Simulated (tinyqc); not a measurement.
Worked calculation: Jacobi rotations on a symmetric matrix. Computed by tinyqc, a small Python program that keeps every step. Settings: method = jacobi. Command: `OMP_NUM_THREADS=1 python tinyqc.py 22014 22015 out.jsonl` (the two numbers bound the seeds that draw the settings). One thread of a shared host (Intel(R) Xeon(R) Processor @ 2.60GHz), about 0.01 s of CPU time with the checks.

## Jacobi rotation 1

A, lower triangle:
```
          1         2         3         4         5        6
1   0.20800
2  -0.17600   1.07000
3   0.56000   0.12200   1.30700
4   0.10500  -0.59400   0.12100   1.62400
5   0.40100   0.46500   0.47600   0.78300   1.81500
6   0.14400  -0.23400  -0.17400  -0.15500  -1.06700  3.30400
```

Take the largest off-diagonal element A_pq; tan 2 theta = 2 A_pq / (A_qq - A_pp) with |theta| <= pi/4; A' = J^T A J with J_pp = J_qq = cos, J_pq = sin, J_qp = -sin.

p, q, theta (rad): 5.00000  6.00000  -0.48079

A', lower triangle:
```
          1         2         3         4        5        6
1   0.20800
2  -0.17600   1.07000
3   0.56000   0.12200   1.30700
4   0.10500  -0.59400   0.12100   1.62400
5   0.42214   0.30406   0.34156   0.62255  1.25844
6  -0.05778  -0.42252  -0.37441  -0.49955  0.00000  3.86056
```

## Jacobi rotation 2

As before.

p, q, theta (rad): 4.00000  5.00000  -0.64261

A', lower triangle:
```
          1         2         3         4        5        6
1   0.20800
2  -0.17600   1.07000
3   0.56000   0.12200   1.30700
4   0.33704  -0.29330   0.30156   2.09004
5   0.27501   0.59939   0.20092   0.00000  0.79239
6  -0.05778  -0.42252  -0.37441  -0.39991  0.29937  3.86056
```

## All rotations

The off-diagonal norm falls at every rotation.

Rotations:
```
step    p    q      theta  off-diagonal norm
1       5    6   -0.48079           2.04e+00
2       4    5   -0.64261           1.84e+00
3       2    5   -0.67162           1.64e+00
4       1    3    0.39743           1.43e+00
5       5    6    0.13677           1.25e+00
6       3    4    0.49000           1.10e+00
7       4    6   -0.27011           8.64e-01
8       4    5   -0.15716           7.42e-01
9       2    3   -0.60739           6.10e-01
10      1    4    0.10344           5.11e-01
11      1    5    0.52510           4.08e-01
...   ...  ...        ...                ...
35      3    6   2.98e-05           4.97e-05
36      1    4   1.37e-05           1.32e-05
37      3    5  -1.16e-05           1.32e-06
38      4    5  -4.28e-07           5.88e-07
39      2    3   5.56e-07           3.47e-07
40      1    5   3.23e-07           2.57e-07
41      2    6  -6.77e-08           1.22e-07
42      1    6   1.77e-08           5.94e-08
43      4    6   2.07e-08           2.75e-08
44      1    3  -1.10e-08           1.86e-08
45      1    2  -6.86e-09           6.36e-10
```

eigenvalues: -0.19238  0.32084  1.11878  1.72244  2.27977  4.07855
